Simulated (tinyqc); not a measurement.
Special k points of the fcc lattice, step by step. Values are carried at full precision from step to step, so a last printed digit may differ when a step is redone from the rounded ones.

Lattice vectors in units of a: a1 = (0, 1/2, 1/2), a2 = (1/2, 0, 1/2), a3 = (1/2, 1/2, 0); reciprocal vectors b_i with a_i . b_j = 2 pi delta_ij. Mesh: k = sum_i f_i b_i with f_i = (2 j_i + shift)/(2 N), j_i = 0 .. N-1. The point group of the lattice has 48 operations; only those that map the mesh onto itself are used.

Inputs chosen for the exercise: N = 6 (points along each reciprocal vector); shift = 1 (half steps); D = 2.82 eV (half gap term); t = 0.32 eV (coupling); e0 = 1.97 eV (offset).

## Irreducible points and weights

Join points that an operation carries into one another (modulo reciprocal vectors); list each class by its first point in the order of (j1, j2, ...).

Irreducible points:
```
f1            f2       f3  weight
0.08333  0.08333  0.08333       2
0.08333  0.08333  0.25000       6
0.08333  0.08333  0.41667       6
0.08333  0.08333  0.58333       6
0.08333  0.08333  0.75000       6
0.08333  0.08333  0.91667       6
0.08333  0.25000  0.25000       6
0.08333  0.25000  0.41667      12
0.08333  0.25000  0.58333      12
0.08333  0.25000  0.75000      12
0.08333  0.25000  0.91667      12
0.08333  0.41667  0.41667       6
0.08333  0.41667  0.58333      12
0.08333  0.41667  0.75000      12
0.08333  0.41667  0.91667      12
0.08333  0.58333  0.58333       6
0.08333  0.58333  0.75000      12
0.08333  0.75000  0.75000       6
0.25000  0.25000  0.25000       2
0.25000  0.25000  0.41667       6
0.25000  0.25000  0.58333       6
0.25000  0.25000  0.75000       6
0.25000  0.41667  0.41667       6
0.25000  0.41667  0.58333      12
0.25000  0.41667  0.75000      12
0.25000  0.58333  0.58333       6
0.41667  0.41667  0.41667       2
0.41667  0.41667  0.58333       6
```

operations that keep the mesh = 12
irreducible points = 28

The weights add up to 216 = N^3; symmetry saves a factor 7.7. The shift breaks the symmetry of the lattice: only 12 of 48 operations keep the mesh.

## Which stars the mesh integrates

A_m(k) = sum over the m-th star of lattice vectors R of cos(k . R), stars in order of length: m = 1: |R|^2 = 0.5, 12 vectors, such as (1, 0, 0) in the basis a_i; m = 2: |R|^2 = 1, 6 vectors, such as (1, 1, -1) in the basis a_i; m = 3: |R|^2 = 1.5, 24 vectors, such as (2, 0, -1) in the basis a_i; m = 4: |R|^2 = 2, 12 vectors, such as (2, 0, 0) in the basis a_i; m = 5: |R|^2 = 2.5, 24 vectors, such as (2, 1, -1) in the basis a_i; m = 6: |R|^2 = 3, 8 vectors, such as (3, -1, -1) in the basis a_i. The zone mean of every A_m is zero.

Lattice vectors in units of a: a1 = (0, 1/2, 1/2), a2 = (1/2, 0, 1/2), a3 = (1/2, 1/2, 0); f are fractions of the reciprocal vectors. Evaluate the first six A_m at each irreducible point (k . R = 2 pi sum f_i n_i) and form the weighted means.

A_m at the points, rows 1, 2, 3, 4, 5, 6, 7, 8, 9, 10, 11, 12, 13, 14, 15, 16, 17, 18, 19, 20, 21, 22, 23, 24, 25, 26, 27, 28; columns m=1, m=2, m=3, m=4, m=5, m=6:
$$\begin{pmatrix}
11.196 & 5.196 & 19.392 & 9.000 & 16.392 & 5.196 \\
7.464 & 1.732 & 3.464 & 0.000 & -5.464 & 0.000 \\
1.732 & -3.464 & -2.536 & 3.000 & -6.928 & 0.000 \\
-0.268 & -5.196 & 0.464 & 9.000 & 1.464 & -5.196 \\
3.464 & -1.732 & -3.464 & 0.000 & -9.464 & 0.000 \\
9.196 & 3.464 & 9.464 & 3.000 & 4.000 & 0.000 \\
5.732 & 1.732 & -3.000 & -3.000 & 1.464 & -5.196 \\
1.000 & 0.000 & -6.000 & -3.000 & 4.000 & 0.000 \\
-2.000 & -1.732 & 3.464 & 0.000 & 4.000 & 0.000 \\
-0.268 & -1.732 & -0.464 & -3.000 & 1.464 & 5.196 \\
4.464 & 0.000 & -3.464 & -3.000 & -5.464 & 0.000 \\
-1.732 & 3.464 & -9.464 & 3.000 & 6.928 & 0.000 \\
-3.732 & 3.464 & 0.000 & 3.000 & -5.464 & 0.000 \\
-3.000 & 0.000 & 6.000 & -3.000 & 0.000 & 0.000 \\
-0.268 & -3.464 & 0.000 & 3.000 & 1.464 & 0.000 \\
-3.732 & 5.196 & -6.464 & 9.000 & -5.464 & 5.196 \\
-2.000 & 1.732 & -3.464 & 0.000 & 4.000 & 0.000 \\
1.732 & 1.732 & -9.928 & -3.000 & 9.464 & -5.196 \\
6.000 & 0.000 & 0.000 & 0.000 & -12.000 & 0.000 \\
2.268 & -1.732 & -3.000 & -3.000 & -5.464 & 5.196 \\
-1.732 & -1.732 & 3.928 & -3.000 & 2.536 & 5.196 \\
-2.000 & 0.000 & 0.000 & 0.000 & 4.000 & 0.000 \\
0.536 & -1.732 & -3.464 & 0.000 & 1.464 & 0.000 \\
-2.464 & 0.000 & 3.464 & -3.000 & 1.464 & 0.000 \\
-3.732 & 1.732 & 6.464 & -3.000 & -5.464 & -5.196 \\
-3.464 & 1.732 & 3.464 & 0.000 & -2.536 & 0.000 \\
0.804 & -5.196 & -1.392 & 9.000 & -4.392 & -5.196 \\
-1.196 & -3.464 & 2.536 & 3.000 & 4.000 & 0.000
\end{pmatrix}$$

weighted means: m=1 0.000, m=2 0.000, m=3 0.000, m=4 0.000, m=5 0.000, m=6 0.000

All six means vanish: the mesh is exact for functions whose Fourier series ends within these stars.

## A zone average from the irreducible points

Test function, the lower band of a two-band insulator: E(k) = -sqrt(D^2 + (e0 - t A_1(k))^2).

Lattice vectors in units of a: a1 = (0, 1/2, 1/2), a2 = (1/2, 0, 1/2), a3 = (1/2, 1/2, 0). Evaluate E at each point and take the weighted mean; the reference uses the unshifted mesh with N = 24.

E at the points (eV): [-3.2486, -2.8509, -3.1554, -3.4898, -2.9487, -2.9831, -2.8233, -3.2672, -3.8425, -3.4898, -2.8715, -3.7847, -4.2385, -4.0666, -3.4898, -4.2385, -3.8425, -3.1554, -2.8204, -3.0823, -3.7847, -3.8425, -3.3447, -3.9448, -4.2385, -4.1749, -3.2994, -3.6726]

weighted mean = -3.5844 eV
reference mean = -3.5844 eV

The error is 0.00 meV with 28 points.

## Checks

- Weighted mean over irreducible points against the plain mean over the whole mesh (eV): both -3.584378.
- Reference mean against a mesh of N = 30 (eV): both -3.5844.

Run: tinyqc, `OMP_NUM_THREADS=1 python tinyqc.py 1680902 1680903 out.jsonl`; Intel(R) Xeon(R) Processor @ 2.30GHz, one thread, shared host; about 0.1 s of CPU time with all checks.
